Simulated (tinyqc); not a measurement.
Heterojunction of two tight-binding chains: sweeps and comparisons. A value that a table varies takes the place of the one given here.

Left chain: hopping -t1, sites at 2 t1 (band bottom 0). Right chain: hopping -t2, sites at dE + 2 t2 (bottom dE). t = c/(m a^2), c = hbar^2/2m0. The bond across the interface is -tc with tc = f sqrt(t1 t2), and the last left site has the extra energy U. In a chain E = bottom + 2t (1 - cos(ka)); the surface Green function of a half chain is g = -exp(ika)/t, with Im k > 0 where cos(ka) > 1.

Constants: hbar^2/2m0 = 3.80998211 eV angstrom^2.

Values chosen for the exercise (masses and offset of the size met at Si / SiGe; the results hold for these values, not for the real material):
- a = 5.65 angstrom (site spacing)
- m1 = 0.176 m0 (mass on the left)
- m2 = 0.2 m0 (mass on the right)
- dE = 0.13 eV (band offset)
- f = 1 (factor on the interface hopping)
- U = -0.77 eV (extra energy on the last left site)
- E = 0.17 eV (electron energy)

## Transmission against energy, and which matching rule a chain obeys

Chain A is the junction as given; chain B has tc = sqrt(t1 t2) and U = 0; chain C has tc = t2 and U = t2 - t1, the finite-difference form of -d/dx (c/m) d/dx. Continuum formulas T = 4 x y/(x + y)^2 with parabolic k: x, y = k/m on each side (BenDaniel-Duke) or x, y = k (slope continuous).

T:
```
E - dE (eV)  E (eV)  chain A  chain B  chain C  k/m matched  k matched
0.002         0.132   0.0568   0.4025   0.3640       0.3712     0.4102
0.005         0.135   0.0888   0.5559   0.5094       0.5182     0.5650
0.010         0.140   0.1242   0.6809   0.6317       0.6411     0.6903
0.020         0.150   0.1736   0.7981   0.7511       0.7602     0.8067
0.050         0.180   0.2692   0.9151   0.8782       0.8855     0.9213
0.100         0.230   0.3707   0.9656   0.9390       0.9445     0.9696
0.200         0.330   0.4952   0.9893   0.9720       0.9757     0.9914
0.400         0.530   0.6251   0.9978   0.9869       0.9896     0.9985
```

Chain C follows the k/m rule within 0.0094 and chain B the plain k rule within 0.0094, while the two rules differ by up to 0.0492: in B the self-energy of the right side is -t1 exp(i k2 a), so only k2 enters, and in C it is -t2 exp(i k2 a), which carries 1/m2. Chain A, with f = 1 and U = -0.77 eV, has an interface term of its own and lies up to 0.6459 from B and 0.6091 from C.

## When the interface binds a state

A state below both bands solves E - 2 t1 - U - S1(E) - S2(E) = 0 for E < 0, with S1 = -t1 z1, S2 = -(tc^2/t2) z2 and |z| < 1 the decaying root of z + 1/z = 2 - (E - bottom)/t. Decay lengths -a/ln|z|. The threshold is the U that solves the equation at E = 0. A dash: no bound state.

Interface state:
```
U (eV)   E (eV)  decay left (angstrom)  decay right (angstrom)
-0.08         -                      -                       -
-0.15         -                      -                       -
-0.23         -                      -                       -
-0.28   -0.0011                  139.5                    12.2
-0.33   -0.0072                   54.8                    11.9
-0.40   -0.0219                   31.5                    11.3
-0.50   -0.0518                   20.5                    10.4
-0.75   -0.1576                   11.8                     8.3
```

threshold U = -0.2512 eV

The step pushes the state out, so an attraction must exceed 0.2512 eV to bind; 5 of the 8 rows are bound. At U = -0.75 eV the state decays over 11.8 angstrom to the left and 8.3 to the right, where the band lies higher.

## What each parameter does

T = 4 Im(S1) Im(S2) |G|^2 with G = 1/(E - 2 t1 - U - S1 - S2), S1 = -t1 exp(i k1 a), S2 = -(tc^2/t2) exp(i k2 a). Each row changes one parameter from the base and keeps the others.

Results:
```
case                    T    k1 a    k2 a
base               0.2421  0.5061  0.2596
m1 = 0.2112 m0     0.1932  0.5556  0.2596
m2 = 0.24 m0       0.2622  0.5061  0.2846
dE = 0.08 eV       0.3428  0.5061  0.3908
f = 0.9            0.2570  0.5061  0.2596
U = -0.57 eV       0.3508  0.5061  0.2596
a = 4.52 angstrom  0.3316  0.4033  0.2075
```

The largest shifts from the base row, up to three for each result and ties (the steps differ in size, so this ranks the rows, not the parameters). T: U +0.1087, dE +0.1007, a +0.0895. k1 a: a -0.1028, m1 +0.0495; unchanged at the printed digits by m2, dE, f and U. k2 a: dE +0.1312, a -0.0521, m2 +0.0249; unchanged at the printed digits by m1, f and U.

Program tinyqc; command `OMP_NUM_THREADS=1 python tinyqc.py 1452393 1452394 out.jsonl`; about 0.01 s on one thread of a shared Intel(R) Xeon(R) Processor @ 2.30GHz.
